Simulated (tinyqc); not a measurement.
One-sided p+-n junction, ionisation integral and breakdown: one step of the calculation.

A p+ layer at x < 0 and an n drift layer from x = 0. Depletion approximation, built-in voltage neglected. Local ionisation coefficients alpha_n = an exp(-(bn/E)^mx), alpha_p = ap exp(-(bp/E)^mx). Electrons move towards +x, holes towards x = 0.

Question. Field and ionisation coefficients on a grid. W = sqrt(2 eps0 eps_r V/(q N)), peak field E0 = q N W/(eps0 eps_r), falling linearly to 0 at W. Grid: 11 equal steps from 0 to fr W.

Values chosen for this exercise; material values close to those of gallium nitride:
```
symbol,value,unit,meaning
eps_r,9.59,,relative permittivity
an,2.7e8,1/cm,prefactor of the electron ionisation coefficient
bn,3.48e7,V/cm,field constant for electrons
ap,1.4e8,1/cm,prefactor of the hole ionisation coefficient
bp,1.9e7,V/cm,field constant for holes
mx,1,,exponent
N,1.5e17,cm^-3,donor density of the drift layer
V,127,V,reverse voltage
fr,0.5,,share of the depleted width that the grid covers
```

Constants: q = 1.602176634e-19 C, eps0 = 8.8541878128e-14 F/cm where lengths are in cm. Results are converted to the units shown.

Give: W; x; E; alpha_n; alpha_p.

Answer.

W = 0.9473 um
x, point 0 to 11 (um): [0.0000, 0.0431, 0.0861, 0.1292, 0.1722, 0.2153, 0.2584, 0.3014, 0.3445, 0.3875, 0.4306, 0.4737]
E, point 0 to 11 (kV/cm): [2681, 2559, 2437, 2316, 2194, 2072, 1950, 1828, 1706, 1584, 1462, 1341]
alpha_n, point 0 to 11 (1/cm): [623.2, 335.9, 170.2, 80.28, 34.83, 13.70, 4.795, 1.459, 0.3746, 0.07802, 0.01251, 0.001438]
alpha_p, point 0 to 11 (1/cm): [1.171e5, 8.357e4, 5.765e4, 3.825e4, 2.425e4, 1.457e4, 8213, 4289, 2042, 866.9, 319.1, 97.96]

Computed by the program tinyqc: `OMP_NUM_THREADS=1 python tinyqc.py 2120053 2120054 out.jsonl`, one thread of a shared Intel Xeon 2.30GHz, about 0.05 s for the whole run.
